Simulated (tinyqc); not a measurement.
Floating body of a partially depleted SOI transistor: body voltage and kink: two steps of the calculation.

Source at 0 V. Channel current Ic = 2 nf K Vt^2 [F(0) - F(Vd)](1 + la Vd), F(V) = ln^2(1 + exp((Vg - VT - nf V)/(2 nf Vt))), VT = VT0 - gb Vb. Saturation voltage Vs = 2 Vt sqrt(F(0)) + 3 Vt, excess Ve = (Vd - Vs + sqrt((Vd - Vs)^2 + 0.0004 V^2))/2, multiplication M1 = Ai Ve exp(-Bl/Ve). Each junction passes D(v) = J1 (exp(v/Vt) - 1) + J2 (exp(v/(2 Vt)) - 1). Bipolar current Ib = bb J1 (exp(Vb/Vt) - 1). The body settles where M1 (Ic + Ib) = D(Vb) + D(Vb - Vd) + Vb/Rb; drain current Id = (1 + M1)(Ic + Ib) - D(Vb - Vd).

Parameters, values chosen for the exercise; values of the order met in partially depleted silicon-on-insulator transistors:
```
symbol,value,unit,meaning
T,358,K,temperature
VT0,0.52,V,threshold at zero body voltage
gb,0.26,,fall of the threshold per volt of body voltage
nf,1.26,,slope factor
K,400,uA/(V^2 um),gain factor per width
la,0.07,1/V,channel-length modulation factor
Ai,3.04,1/V,impact-ionisation prefactor
Bl,5.1,V,impact-ionisation voltage
J1,3.1e-11,uA/um,diffusion saturation current of each junction
J2,1.8e-7,uA/um,recombination saturation current of each junction
bb,0.5,,gain of the lateral bipolar transistor on the diffusion current
Rb,1e9,kohm um,"resistance of a weak body tie to the source (1e9 stands for no tie, and the term is then dropped)"
Vg,0.57,V,gate voltage
Vd,1.8,V,drain voltage
```

Constants: q = 1.602176634e-19 C, kB = 1.380649e-23 J/K, Vt = kB T/q. Results are converted to the units shown.

Task 1. New Vb. Current into the body I_in = M1 (Ic + Ib) - D(Vb - Vd), current out I_out = D(Vb) + Vb/Rb; f = ln(I_in/I_out), s = df/dVb by central differences over 1e-5 V, Vb(new) = Vb - f/s.

Vb at the start = 0.69 V

Give: Ic; Ve; M1; I_in; I_out; f; s; Vb after iteration 1.

Result 1.

Ic = 9.7333 uA/um
Ve = 1.5223 V
M1 = 0.16233
I_in = 1.5931 uA/um
I_out = 0.17323 uA/um
f = 2.2188
s = -29.399 1/V
Vb after iteration 1 = 0.76547 V

Task 2. Drain current with floating and with grounded body. Id and VT at the converged Vb, Id at Vb = 0, their ratio, and the bipolar share Ib/(Ic + Ib).

converged Vb = 0.76576710 V

Wanted: VT; Id, floating; Id, grounded; ratio; bipolar share.

Result 2.

VT = 0.32090 V
Id, floating = 14.215 uA/um
Id, grounded = 1.5005 uA/um
ratio = 9.4732
bipolar share = 7.5949 %

The body rises to 0.766 V and lowers the threshold by 199 mV.

Range of the model: The multiplication law is an empirical form chosen for the exercise; self-heating and capacitive coupling to the body are left out, and the linear laws are rough once Vb passes about 0.7 V or M1 about 0.1.

Program tinyqc, `OMP_NUM_THREADS=1 python tinyqc.py 2182008 2182009 out.jsonl`; Intel Xeon 2.30GHz, shared host, one thread, about 0.2 s.
